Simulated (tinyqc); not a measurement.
Dopant redistribution at a moving silicon-oxide interface during parabolic oxidation: one step, computed by the program tinyqc. Command: `OMP_NUM_THREADS=1 python tinyqc.py 3014998 3014999 out.jsonl segox walk`. One thread of a shared host (Intel(R) Xeon(R) Processor @ 2.30GHz), about 0.01 s of CPU time with the checks.

Uniformly doped silicon is oxidised with x_ox = sqrt(B t); the interface advances into the silicon by alpha x_ox, alpha = 0.44. The dopant does not move in the oxide, and at the interface C(silicon) = m C(oxide).

Problem. Rates. D = D0 exp(-E/(k_B T)), converted with 1 cm^2/s = 3.6e11 um^2/h; B = B0 exp(-E_B/(k_B T)); s = alpha sqrt(B/(4 D)), the interface advance over 2 sqrt(D t). Temperatures in kelvin are T(C) + 273.15.

Inputs (values chosen for the exercise, modelled on arsenic in silicon under steam):
```
quantity                         value    unit
dopant prefactor D0               9.24  cm^2/s
dopant activation energy E        4.01      eV
oxidation prefactor B0             392  um^2/h
oxidation activation energy E_B  0.788      eV
temperature T                     1050       C
time t                            0.62       h
```

Constants: k_B = 8.617333262e-05 eV/K.

Give: D; B; s; oxide thickness; diffusion length 2 sqrt(D t).

Solution.

D = 0.0017709 um^2/h

B = 0.39071 um^2/h

s = 3.2678

oxide thickness = 0.49218 um

diffusion length 2 sqrt(D t) = 0.066270 um

The interface outruns diffusion. Caution: parabolic growth needs an oxide much thicker than the Deal-Grove length A, which fails for thin films and low temperatures; oxidation-enhanced or retarded diffusion is ignored.
